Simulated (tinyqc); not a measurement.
Thermal, flicker and telegraph noise of a field-effect transistor: one step, computed by the program tinyqc. Command: `OMP_NUM_THREADS=1 python tinyqc.py 3027613 3027614 out.jsonl noise walk`. One thread of a shared host (Intel(R) Xeon(R) Processor @ 2.30GHz), about 0.01 s of CPU time with the checks.

Strong inversion, threshold roll-off and channel-length modulation left out; noise sources are uncorrelated and are given as one-sided spectral densities.

Question. Flicker noise. C_ox = 3.9 eps_0/t; V_c = 2 v_s L/mu; I = W C_ox v_s V_ov^2/(V_ov + V_c); g_m = W C_ox v_s V_ov (V_ov + 2 V_c)/(V_ov + V_c)^2; g_d0 = mu C_ox (W/L) V_ov. Tunnelling length lambda = hbar/(2 sqrt(2 m_ox phi)); flat-band noise S_Vfb = e^2 k_B T lambda N_t/(W L C_ox^2 f). Hooge: S_I = I^2 alpha_H/(f N), N = W L C_ox V_ov/e (the source-end density).

Inputs (values chosen for the exercise, modelled on a high-k silicon transistor):
```
quantity                        value         unit
width W                           250   micrometre
length L                         2600           nm
electrical oxide thickness t      7.8           nm
mobility mu                       130   cm^2/(V s)
saturation velocity v_s          0.74     1e7 cm/s
overdrive V_ov                   0.52            V
oxide trap density N_t        1.7e+17  1/(eV cm^3)
oxide barrier phi                 2.7           eV
oxide mass m_ox                  0.25          m_0
Hooge parameter alpha_H       1.6e-05            -
frequency f                      3000           Hz
temperature T                     400            K
```

Operating region: saturation. Flicker model: Hooge.

drain current I = 735.2621 microampere

Constants: eps_0 = 8.8541878128e-12 F/m; hbar = 1.054571817e-34 J s; m_0 = 9.1093837015e-31 kg; e = 1.602176634e-19 C; k_B = 8.617333262e-05 eV/K.

Give: tunnelling length lambda; S_Vfb; flicker S_I; flicker S_I/I^2.

Answer.

tunnelling length lambda = 1.1879 angstrom

S_Vfb = 4.6753e-16 V^2/Hz

flicker S_I = 3.0872e-22 A^2/Hz

flicker S_I/I^2 = 5.7105e-16 1/Hz
